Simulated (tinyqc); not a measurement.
p-type polysilicon, carrier trapping at grain boundaries: effect of the temperature.

One-dimensional grains of size Lg, uniform ionised doping N, monovalent traps Qt at each boundary at a depth Et below (for electrons) or above (for holes) the band edge there, abrupt depletion of width W on each side of a boundary, Boltzmann statistics. xi is the distance from the band edge at the grain centre to the Fermi level. Trapped charge Qt/(1 + exp((xi + VB - Et)/Vt)) = 2 N W, barrier VB = q N W^2/(2 eps0 eps_r).

NB is given at 350 K and scales as (T/350 K)^1.5. If the trap equation with xi = Vt ln(NB/N) has a root W < Lg/2, the grain is partly depleted; otherwise W = Lg/2 and the trap equation gives xi = Et - VB + Vt ln(Qt/(N Lg) - 1). N* = Qt/Lg. n0 = NB exp(-xi/Vt); mean density n0 (1 - 2 W/Lg) by charge balance in a partly depleted grain, and n0 (sqrt(pi)/2) erf(u)/u with u = sqrt(VB/Vt) in a fully depleted one; v = sqrt(kB T/(2 pi ms m0)); barrier resistivity Vt exp(VB/Vt)/(q fe n0 v Lg); grain resistivity (1 - 2 W/Lg)/(q n0 mug); effective mobility 1/(q mean density total resistivity). Rows with xi above 0.45 V, towards mid-gap, are left out, since the other carrier type is ignored.

Parameters, values chosen for the exercise; values of the order met in polycrystalline silicon: relative permittivity eps_r = 11.7; valence-band density of states at the reference temperature NB = 3.34e19 cm^-3; grain size Lg = 160 nm; trap density of a grain boundary Qt = 7.5e11 cm^-2; depth of the trap level from the majority band edge at the boundary Et = 0.47 eV; mass for thermionic emission ms = 0.46 m0; correction factor of the emission rate fe = 0.12; mobility inside the grains mug = 54 cm^2/(V s); doping N = 1.2e17 cm^-3.

Constants: q = 1.602176634e-19 C, kB = 1.380649e-23 J/K, m0 = 9.1093837015e-31 kg, Vt = kB T/q, eps0 = 8.8541878128e-14 F/cm where lengths are in cm. Results are converted to the units shown.

The same in every row: N/N* = 2.5600.

Results:
```
T (K),depleted share 2 W/Lg,VB (V),xi (V),mean density (cm^-3),resistivity (ohm cm),effective mobility (cm^2/(V s))
200,0.39062,0.090621,0.082544,7.3125e16,28.282,3.0179
280,0.39061,0.090615,0.12774,7.3126e16,7.8804,10.831
320,0.39052,0.090574,0.15151,7.3137e16,5.4557,15.642
360,0.39008,0.090366,0.17593,7.3191e16,4.1485,20.556
400,0.38849,0.089635,0.20093,7.3381e16,3.3352,25.503
440,0.38432,0.087719,0.22644,7.3882e16,2.7548,30.666
```

Estimate the missing row, T = 240 K.

Computed row:
```
T (K),depleted share 2 W/Lg,VB (V),xi (V),mean density (cm^-3),resistivity (ohm cm),effective mobility (cm^2/(V s))
240,0.39062,0.090620,0.10471,7.3125e16,13.217,6.4580
```

With this row back in the table: As T goes from 200 to 440, VB falls from 0.0906 to 0.0877 V, the resistivity falls from 28.3 to 2.75 ohm cm and the effective mobility rises from 3.02 to 30.7 cm^2/(V s). The activation energy kB ln(rho1/rho2)/(1/T1 - 1/T2) is 0.0787 eV between the first two rows and 0.0725 eV between the last two; mug is held fixed.

Numbers from tinyqc (`OMP_NUM_THREADS=1 python tinyqc.py 2830248 2830249 out.jsonl`; about 0.01 s on one thread of a shared Intel Xeon 2.30GHz).
